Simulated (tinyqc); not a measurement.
Energy and delay of logic against supply voltage: two steps of the calculation.

One expression serves below and above threshold: I(Vg) = Ik [ln(1 + exp((Vg - VT + dd V)/(al nf Vt)))]^al, with I_on = I(V) and I_off = I(0). Gate delay td = kd C V/I_on, clock period LD td. Per gate and cycle the switching energy is act C V^2 and the leakage energy I_off V LD td. No short-circuit current, no variation. Minima are sought above 0.09 V; below a few Vt gates no longer switch and the model has no meaning.

Inputs (values chosen for the exercise); values of the order met in logic technologies: temperature T = 330 K; threshold voltage at zero drain bias VT = 0.32 V; slope factor nf = 1.19; barrier lowering per volt of supply dd = 0.06; specific current of a gate Ik = 0.33 uA; exponent of the current law al = 1.59; load capacitance of a gate C = 2.4 fF; delay factor kd = 1.1; logic depth LD = 16; activity factor act = 0.3; supply voltage V = 0.57 V.

Constants: q = 1.602176634e-19 C, kB = 1.380649e-23 J/K, Vt = kB T/q. Results are converted to the units shown.

Problem 1. Currents, delay and energies. I_on, I_off, td, clock frequency 1/(LD td), both energies and their sum.

Find: I_on; I_off; td; clock frequency; switching energy; leakage energy; energy.

Solution 1.

I_on = 4.6603 uA
I_off = 0.070624 nA
td = 322.89 ps
clock frequency = 0.19356 GHz
switching energy = 233.93 aJ
leakage energy = 0.20797 aJ
energy = 234.14 aJ

I_on/I_off = 66000; leakage makes up 0.0888 % of the energy.

Problem 2. New V. Minimum-energy supply: E(V) is the energy per gate and cycle; with h = 0.001 V, E' = (E(V + h) - E(V - h))/(2 h), E'' = (E(V - h) - 2 E(V) + E(V + h))/h^2, V(new) = V - E'/E''.

V after iteration 1 = 0.20119134 V

Find: E'; E''; V after iteration 2.

Solution 2.

E' = 202.17 aJ/V
E'' = 2912.5 aJ/V^2
V after iteration 2 = 0.13178 V

tinyqc, about 0.01 s, one thread, Intel Xeon 2.30GHz (shared host): `OMP_NUM_THREADS=1 python tinyqc.py 2082065 2082066 out.jsonl`
